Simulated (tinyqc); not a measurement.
Deep-level transient spectroscopy: one step of the calculation.

Schottky contact on an n-type layer with shallow donors Nd (all ionised) and a donor-like deep trap, neutral when filled and positive when empty; depletion approximation. Traps within lam of the depletion edge stay filled. A long pulse to Vp fills the traps beyond x1 = Wp - lam; back at Vr those between x1 and x2 = Wr - lam emit. A rate window reads S = C(t2) - C(t1).

Problem. Widths. lam = sqrt(2 eps0 eps_r (EF - ET)/(q Nd)), EF - ET = Et - (kB T/q) ln(Nc(T)/Nd), Nc(T) = Nc (T/300 K)^1.5. In the steady state at the band bending V, 2 eps0 eps_r V/q = Nd W^2 + Nt (W - lam)^2 (the second term only if W > lam). V = Vbi + Vr gives Wr and V = Vbi + Vp gives Wp; x1 = max(Wp - lam, 0).

Parameters, values chosen for the exercise; material values close to those of silicon:
```
symbol,value,unit,meaning
eps_r,11.7,,relative permittivity
Nc,2.83e19,cm^-3,conduction-band density of states at 300 K
Nd,4.6e16,cm^-3,shallow donor density
Vbi,0.64,V,built-in voltage
Et,0.14,eV,depth of the trap below the conduction edge
Nt,1.6e16,cm^-3,trap density
Vr,5.5,V,reverse bias
Vp,0,V,reverse bias during the filling pulse
T,92,K,temperature of the transient
```

Constants: q = 1.602176634e-19 C, kB = 1.380649e-23 J/K, eps0 = 8.8541878128e-14 F/cm where lengths are in cm. Results are converted to the units shown.

Give: lam; Wr; Wp; x1; x2; G = (x2^2 - x1^2)/Wr^2.

Solution.

lam = 53.848 nm
Wr = 370.98 nm
Wp = 127.01 nm
x1 = 73.157 nm
x2 = 317.13 nm
G = (x2^2 - x1^2)/Wr^2 = 0.69188

Range of the model: With Nt above a tenth of Nd the edge x2 moves during the transient, which this model holds fixed, and the transient is not a plain exponential.

Numbers from tinyqc (`OMP_NUM_THREADS=1 python tinyqc.py 2050167 2050168 out.jsonl`; about 0.01 s on one thread of a shared Intel Xeon 2.30GHz).
